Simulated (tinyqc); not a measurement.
Recursion (Haydock) method for the local density of states: impurity site of a square lattice: one step. The continued fraction at one energy.

One orbital a site at energy 0, hopping -t to the 4 nearest neighbours of a square lattice; the start u0 is a site in the bulk, with energy V. Recursion: a_n = <u_n|H|u_n>, b_(n+1) u_(n+1) = (H - a_n) u_n - b_n u_(n-1), b > 0. G(z) = 1/(z - a0 - b1^2/(z - a1 - b2^2/(...))), z = E + i eta. After n levels the tail is b_n^2 T with the square-root terminator T = (z - sqrt(z - 2b) sqrt(z + 2b))/(2 b^2), b = 2t so that the band edges lie at -/+ 4t.

Values chosen for the exercise: t = 1.45 eV (hopping); E = -2.18 eV (energy); eta = 0.072 eV (broadening).

Coefficients:
```
n  a_n (eV)  b_(n+1) (eV)  b_(n+1)^2/t^2
0  4.700000     2.9000000       4.000000
1  0.000000     3.2422986       5.000000
2  0.000000     2.8265704       3.800000
3  0.000000     3.0086236       4.305263
4  0.000000     2.8534924       3.872732
5  0.000000     2.9607017       4.169205
```

Question. Start from the terminator and work up: G_i = 1/(z - a_i - S_i), S_i = b_(i+1)^2 G_(i+1), with T in place of G_n. The density is -Im G_0/pi.

Give: Levels of the fraction; local density of states.

Answer.

Levels of the fraction:
```
i         S_i (eV)       G_i (1/eV)
5  -1.1209-2.7638i  -0.1156-0.3095i
4  -0.9411-2.5198i  -0.1501-0.3141i
3  -1.3589-2.8429i  -0.0895-0.3178i
2  -0.7153-2.5394i  -0.1634-0.2913i
1  -1.7175-3.0622i  -0.0461-0.3123i
0  -0.3875-2.6261i  -0.1313-0.0546i
```

local density of states = 0.0174 1/eV

A direct sum over the zone gives 0.0173 1/eV at the same z; 6 levels miss it by +0.6 %. V binds a level outside the band, at 6.59 eV, which takes 58 % of the weight of this site and so lowers its total weight inside the band.

tinyqc: `OMP_NUM_THREADS=1 python tinyqc.py 1480799 1480800 out.jsonl`; about 0.01 s, one thread, shared Intel(R) Xeon(R) Processor @ 2.30GHz.
